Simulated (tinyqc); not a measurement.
Changing the misfit |f|: strain-driven roughening and islands of a mismatched epitaxial film. Computed by tinyqc, a small Python program. Command: `OMP_NUM_THREADS=1 python tinyqc.py 3012458 3012459 out.jsonl island sweep`. One thread of a shared host (Intel(R) Xeon(R) Processor @ 2.30GHz), about 0.01 s of CPU time with the checks.

Film and substrate share isotropic elastic constants; the film is coherent and biaxially strained.

Inputs (values chosen for the exercise, for a model film):

| quantity | value | unit |
|---|---|---|
| shear modulus G | 58.6 | GPa |
| Poisson ratio nu | 0.25 | - |
| surface energy gamma | 0.871 | J/m^2 |
| contact angle of the shallow shape theta_1 | 11.8 | degrees |
| contact angle of the steep shape theta_2 | 22.1 | degrees |
| facet energy of shape 1 over gamma | 0.9955 | - |
| facet energy of shape 2 over gamma | 1.026 | - |
| wetting energy gamma_s - gamma | 0.15 | J/m^2 |
| decay length of wetting delta | 0.22 | nm |
| surface mobility D_s nu_s Omega^2/(k_B T) | 1.2e-35 | m^6/(J s) |
| island volume V | 280 | nm^3 |

Transport: surface diffusion.

Constants: e = 1.602176634e-19 C.

Method:
- M = 2 G (1 + nu)/(1 - nu); stress = M f; energy density w = M f^2.
- A ripple A cos(k x) has the surface chemical potential per volume [gamma k^2 - 2 (1 + nu) w k] A cos(k x), so k_c = 2 (1 + nu) w/gamma. With surface diffusion the amplitude grows at the rate q = B k^2 [2 (1 + nu) w k - gamma k^2], fastest at k_m = (3/4) k_c. B is the surface mobility.
- The surface energy depends on thickness as gamma + (gamma_s - gamma) exp(-h/delta). Its curvature adds W2 = (gamma_s - gamma) exp(-h/delta)/delta^2 to the restoring terms; the flat film is stable while W2 > (1 + nu)^2 w^2/gamma, which gives h_c = delta ln[(gamma_s - gamma) gamma/(delta^2 (1 + nu)^2 w^2)], or 0 if negative.
- Shallow faceted island (Tersoff form): E = 4 Gam V^(2/3) tan^(1/3)(theta) - 6 c V tan(theta), Gam = gamma [x/sin(theta) - 1/tan(theta)], x the facet energy over gamma, c = stress^2 (1 - nu)/(2 pi G).
- The barrier is the maximum of E, at V_c = [4 Gam/(9 c)]^3 / tan^2(theta) (1 GPa nm = 1 J/m^2).
- The two energies cross at V_x^(1/3) = 4 [Gam_2 t2^(1/3) - Gam_1 t1^(1/3)]/(6 c (t2 - t1)), t = tan(theta); mu = dE/dV.

One run for each value:

| misfit \|f\| | fastest wavelength (nm) | wetting-layer thickness h_c (nm) | barrier, shape 1 (eV) | growth time 1/q at k_m (s) | crossing volume V_x (nm^3) |
|---|---|---|---|---|---|
| 0.008 | 233.48 | 2.0483 | 1.1307e+02 | 5.4722e+05 | 6.6658e+05 |
| 0.011 | 123.49 | 1.7681 | 3.1633e+01 | 4.2829e+04 | 9.8637e+04 |
| 0.014 | 76.24 | 1.5559 | 1.2056e+01 | 6.2210e+03 | 2.3207e+04 |
| 0.019 | 41.39 | 1.2871 | 3.5538e+00 | 5.4057e+02 | 3.7143e+03 |
| 0.024 | 25.94 | 1.0815 | 1.3959e+00 | 8.3405e+01 | 9.1438e+02 |
| 0.032 | 14.59 | 0.8284 | 4.4168e-01 | 8.3500e+00 | 1.6274e+02 |
| 0.057 | 4.60 | 0.3203 | 4.3874e-02 | 8.2392e-02 | 5.0950e+00 |
| 0.075 | 2.66 | 0.0788 | 1.4637e-02 | 9.1705e-03 | 9.8181e-01 |

Give the missing row, misfit |f| = 0.043.

Computed row; columns: (1) misfit |f|; (2) fastest wavelength (nm); (3) wetting-layer thickness h_c (nm); (4) barrier, shape 1 (eV); (5) growth time 1/q at k_m (s); (6) crossing volume V_x (nm^3):
```
(1)     (2)     (3)         (4)         (5)         (6)
0.043  8.08  0.5684  1.3547e-01  7.8548e-01  2.7643e+01
```

Interpolating between the two neighbouring rows (the first column on a logarithmic scale, the others too where they are positive) misses most in wetting-layer thickness h_c (nm), by 10 %. Over the rows, fastest wavelength (nm) falls from 233 to 2.66 (exponent d ln y / d ln x about -2.0 throughout); wetting-layer thickness h_c (nm) falls from 2.05 to 0.0788 (exponent d ln y / d ln x -0.46 between the first rows and -5.1 between the last); barrier, shape 1 (eV) falls from 113 to 0.0146 (exponent d ln y / d ln x about -4.0 throughout). The exponent of fastest wavelength stays at -2: gamma over the strain energy density. The exponent of barrier, shape 1 stays at -4: Gam^3/c^2. The exponent of growth time 1/q at k_m stays at -8: the rate goes as gamma k_c^4. The exponent of crossing volume V_x stays at -6: (Gam/c)^3.

Caution (rows 0.0320): a critical island of a few cubic nanometres holds a few hundred atoms at most, and edge energies, left out here, matter. Caution (rows 0.0430, 0.0570, 0.0750): a wavelength of a few nanometres is at the limit of continuum theory, where steps and facets rule. Caution (rows 0.0430, 0.0570, 0.0750): a critical volume below 1 nm^3 holds fewer than a hundred atoms, so a continuum barrier there has no physical meaning. Caution (rows 0.0750): a crossing volume under 5 nm^3 is too small for these continuum energies.

Extremes, crossings and ranges named in words are read from the listed rows.
